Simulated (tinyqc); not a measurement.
Strength of the attraction: Bethe-Salpeter matrix of a two-band chain (Tamm-Dancoff form).

One valence and one conduction band, lattice period 1, mesh k = 2 pi j/N. Pair energies D(k) = Eg + 2 t sum(1 - cos k), t = tc + tv. Screened attraction W(R) = U at R = 0 and V/|R| otherwise, R over the N cells with the nearest image; W(q) = sum_R W(R) cos(q R). H(k, k') = D(k) delta - W(k - k')/Nk + 2 J/Nk for singlets (J = 0 for triplets), Nk the number of k points. With a constant transition dipole the strength of a state is f = (sum_k A_k)^2/Nk, and the f sum to 1.

Inputs chosen for the exercise:
```
symbol  value                            unit  meaning
Eg      5.6                              eV    quasiparticle gap
tc      0.98                             eV    conduction hopping
tv      0.68                             eV    valence hopping
U       0.7                              eV    attraction in the same cell
V       0                                eV    attraction at one cell distance
fs      (0.2, 0.4, 0.7, 1, 1.4, 2, 2.6)        scale factors of U and V
```

Triplets, N = 100; U and V scaled together, as weaker screening would do. f is the weight at R = 0. For V = 0 the infinite chain has binding sqrt(4 t^2 + U^2) - 2t and f = U/sqrt(4 t^2 + U^2), t = tc + tv.

Results:
```
scale   U/t  binding (eV)      f  Eg - second level (eV)  contact formula (eV)
0.20   0.08        0.0031  0.040                 -0.0039                0.0030
0.40   0.17        0.0118  0.084                 -0.0027                0.0118
0.70   0.30        0.0360  0.146                 -0.0022                0.0360
1.0    0.42        0.0730  0.206                 -0.0020                0.0730
1.4    0.59        0.1416  0.283                 -0.0019                0.1416
2.0    0.84        0.2831  0.389                 -0.0018                0.2831
2.6    1.10        0.4661  0.481                 -0.0018                0.4661
```

What can be read from this table?

The binding grows with exponent 1.92 between scales 0.2 and 0.4 and 1.90 over the last two rows (for a weak contact attraction 2 in a chain and larger in a plane, where it binds exponentially weakly, 1 for a pair held in one cell). f rises from 0.040 to 0.481. On this mesh no second level lies below the gap. 

Computed by tinyqc, a small Python program: `OMP_NUM_THREADS=1 python tinyqc.py 1252073 1252074 out.jsonl` (the numbers bound the seed that draws the inputs); one thread of a shared host (Intel(R) Xeon(R) Processor @ 2.30GHz), about 0.1 s for the whole set of steps.
